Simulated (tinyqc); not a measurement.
## p-n diode with diffusion and depletion-layer recombination: effect of the recombination velocity at the n contact

Abrupt junction in the depletion approximation, low injection, full ionisation, neutral widths fixed, ohmic contact on the p side. Vj is the junction voltage; where a series resistance Rs is given, V = Vj + J Rs is the terminal voltage.

ni = sqrt(Nc Nv) exp(-Eg/(2 Vt)), Eg in volts; D = mu Vt; Ln = sqrt(Dn tn), Lp = sqrt(Dp tp); J0n = q ni^2 Dn coth(wp/Ln)/(Ln Na); J0p = (q ni^2 Dp/(Lp Nd)) (s + tanh(wn/Lp))/(1 + s tanh(wn/Lp)), s = Sp Lp/Dp. J_diff = (J0n + J0p)(exp(Vj/Vt) - 1). Vbi = Vt ln(Na Nd/ni^2), W = sqrt(2 eps0 eps_r (Vbi - Vj)(1/Na + 1/Nd)/q), xp = W Nd/(Na + Nd), xn = W Na/(Na + Nd); u(x) = q Na (x + xp)^2/(2 eps0 eps_r) for x < 0 and Vbi - Vj - q Nd (xn - x)^2/(2 eps0 eps_r) for x > 0; p = Na exp(-u/Vt), n = Nd exp((u - Vbi + Vj)/Vt); U = ni^2 (exp(Vj/Vt) - 1)/(tp (n + ni exp(Et/Vt)) + tn (p + ni exp(-Et/Vt))); J_scr = q times the integral of U from -xp to xn. J = J_diff + J_scr.

Values chosen for this exercise; band and dielectric values close to those of silicon: temperature T = 300 K; band gap Eg = 1.13 eV; relative permittivity eps_r = 11.9; conduction-band density of states at T Nc = 2.82e19 cm^-3; valence-band density of states at T Nv = 2.64e19 cm^-3; acceptor density Na = 7.9e16 cm^-3; donor density Nd = 2.3e17 cm^-3; electron mobility in the p side mun = 640 cm^2/(V s); hole mobility in the n side mup = 210 cm^2/(V s); electron lifetime tn = 1e-9 s; hole lifetime tp = 7e-8 s; neutral width of the p side wp = 4.3 um; neutral width of the n side wn = 5.4 um; trap level above the intrinsic level Et = 0 eV; junction voltage at which recombination is evaluated Vj = 0.6 V.

Constants: q = 1.602176634e-19 C, kB = 1.380649e-23 J/K, Vt = kB T/q, eps0 = 8.8541878128e-14 F/cm where lengths are in cm. Results are converted to the units shown.

The same in every row: J0n (A/cm^2) = 2.024e-11; J_scr (A/cm^2) = 0.02157; wn/Lp = 0.8760.

Effect of the recombination velocity at the n contact:

| Sp (cm/s) | J0p (A/cm^2) | J_diff (A/cm^2) | J_scr/J (%) |
|---|---|---|---|
| 1 | 3.344e-13 | 0.2471 | 8.029 |
| 10 | 3.347e-13 | 0.2471 | 8.029 |
| 100 | 3.371e-13 | 0.2471 | 8.028 |
| 1000 | 3.596e-13 | 0.2474 | 8.020 |
| 10000 | 4.853e-13 | 0.2489 | 7.975 |
| 1e5 | 6.363e-13 | 0.2507 | 7.922 |
| 1e6 | 6.698e-13 | 0.2511 | 7.911 |
| 1e7 | 6.736e-13 | 0.2512 | 7.909 |

As Sp goes from 1 to 1e7, J0p rises from 3.34e-13 to 6.74e-13 A/cm^2, J_scr stays at 0.0216 A/cm^2 and its share falls from 8.03 to 7.91 %. J0p crosses its long-base value at Sp = Dp/Lp = 8810 cm/s; with wn/Lp = 0.88 the contact changes it by a factor of 2.01 over the table.

Numbers from tinyqc (`OMP_NUM_THREADS=1 python tinyqc.py 2260134 2260135 out.jsonl`; about 0.01 s on one thread of a shared Intel Xeon 2.30GHz).
